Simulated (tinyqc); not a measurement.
MOS structure on a p-type body with a doping step (retrograde), non-linear Poisson equation by Newton steps: one step of the calculation.

One dimension, insulator interface at x = 0, acceptor density N1 for x < x1 and Na beyond, net doping C = -(acceptor density). psi is counted from the intrinsic level: n = ni exp((psi - Vb)/Vt), p = ni exp(-psi/Vt); deep in the body psi_b = -Vt ln(Na/ni). The gate acts through Cox = eps0 eox/tox and has the potential psi_G = Vg - (phiM - chi - Vt ln(Nc/ni)). Boltzmann statistics, full ionisation, classical densities, no oxide or interface charge. Acceptors in real wide-gap material are deep and only partly ionised in the neutral body.

Question. Newton step. Solve the tridiagonal system a_(i-1) d_(i-1) + b_i d_i + a_i d_(i+1) = -F_i for nodes 0 to 10, with d = 0 on fixed nodes. If the largest |d| exceeds 4 Vt, the whole step is scaled down so that it equals 4 Vt.

Parameters, values chosen for the exercise: temperature T = 300 K.

Constants: q = 1.602176634e-19 C, kB = 1.380649e-23 J/K, Vt = kB T/q. Results are converted to the units shown.

coupling a_i, interval 0 to 10 (F/cm^2): 1.7336500e-5  9.7396066e-6  5.5211783e-6  3.0958035e-6  1.7547065e-6  9.8502839e-7  5.5565704e-7  3.1180755e-7  1.7654277e-7  9.9635056e-8  5.5924193e-8

```
node  diagonal b (F/cm^2)  residual F (C/cm^2)
0           -1.9474044e-5         9.2201591e-6
1           -2.7080198e-5                   ~0
2           -1.5268027e-5                   ~0
3           -8.6298462e-6                   ~0
4           -4.8732951e-6                   ~0
5           -2.7801828e-6                   ~0
6           -1.6125144e-6                   ~0
7           -9.9522597e-7        -2.4148145e-8
8           -5.0159310e-6         2.4148145e-8
9           -8.2892302e-6                   ~0
10          -1.4403602e-5                   ~0
```

psi at the start, node 0 to 11 (V): -1.4214681  -1.4214681  -1.4214681  -1.4214681  -1.4214681  -1.4214681  -1.4214681  -1.4214681  -1.4989137  -1.4989137  -1.4989137  -1.4989137

Find: Newton step d, before damping; psi after iteration 1.

Answer.

Newton step d, before damping, node 0 to 10 (V): 3.8673  3.8123  3.7160  3.5510  3.2715  2.8208  2.1339  1.1919  0.0790  0.0017  0.0000
psi after iteration 1, node 0 to 11 (V): -1.3181  -1.3195  -1.3221  -1.3265  -1.3340  -1.3460  -1.3644  -1.3896  -1.4968  -1.4989  -1.4989  -1.4989

Program tinyqc, `OMP_NUM_THREADS=1 python tinyqc.py 2080008 2080009 out.jsonl`; Intel Xeon 2.30GHz, shared host, one thread, about 0.5 s.

~0 in a residual or rate marks an entry under 1e-11 of the largest of its column.
